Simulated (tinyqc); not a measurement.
Convergence with the basis: effective-mass impurity with a central-cell term, in a basis of Slater functions. Computed by tinyqc, a small Python program. Command: `OMP_NUM_THREADS=1 python tinyqc.py 3028508 3028509 out.jsonl centralcell walk`. One thread of a shared host (Intel(R) Xeon(R) Processor @ 2.30GHz), about 0.01 s of CPU time with the checks.

The envelope obeys H = -nabla^2 - (2/r) [Z + A exp(-kappa r)] in effective units, with kappa = a*/lambda; positive A deepens the well near the core.

Inputs (values chosen for the exercise, for a model semiconductor):
```
quantity                   value      unit
effective mass m            1.14       m_0
dielectric constant eps     9.77         -
charge Z of the core           1         -
central-cell strength A      1.4         -
central-cell range lambda    1.4  angstrom
smallest exponent zeta_1    0.31      1/a*
ratio beta of exponents      2.4         -
```

Impurity: acceptor, one isotropic band.

Constants: Ry = 13.605693123 eV; a_0 = 0.529177210903 angstrom.

Method:
- Units: Ry* = Ry m/eps^2 and a* = a_0 eps/m, with m in m_0.
- kappa = a*/lambda; the hydrogenic ground state is bound by Z^2 Ry*.
- For s functions exp(-zeta r), with s = zeta_i + zeta_j: S = 2/s^3, T = zeta_i zeta_j S, V = -2 Z/s^2, W = -2 A/(s + kappa)^2; each function is normalised by dividing by sqrt(S_ii S_jj).
- Large basis: zeta_i = 0.06 x 1.6^(i-1), i = 1..22, same formulas; for p functions r exp(-zeta r): S = 24/s^5, T = zeta_i zeta_j S (centrifugal term included), V = -12 Z/s^4, W = -12 A/(s + kappa)^4; overlap eigenvalues below 1e-11 are dropped.
- Binding energies are -E Ry*; the effective quantum number is nu = Z/sqrt(-E); |psi(0)|^2 is given relative to the hydrogenic Z^3/(pi a*^3).
- zeta_i = zeta_1 beta^(i-1), i = 1..n.
- The error is the lowest level above the large-basis value.

kappa = 3.23939 1/a*

Ry* = 162.494 meV

1s binding energy = 291.058 meV

Error of the 1s level:
```
n  error (meV)  largest exponent (1/a*)
1   2.0229e+02               3.1000e-01
2   9.2448e+01               7.4400e-01
3   3.5731e+00               1.7856e+00
4   3.3510e-01               4.2854e+00
5   2.7911e-01               1.0285e+01
6   2.6519e-01               2.4684e+01
7   2.6048e-01               5.9242e+01
8   2.5886e-01               1.4218e+02
```

What does the comparison show, and why?

The error falls from 202 to 0.259 meV. The last function changes it by less than 5 %: it has levelled off, and what remains is set by beta and zeta_1, not by the range of exponents. Caution: the effective Bohr radius is only a few bond lengths, so the envelope approximation is rough. Caution: the density at the core is many times hydrogenic, so the result hangs on the model potential inside one cell, where the envelope picture is weak.

Extremes, crossings and ranges named in words are read from the listed rows.
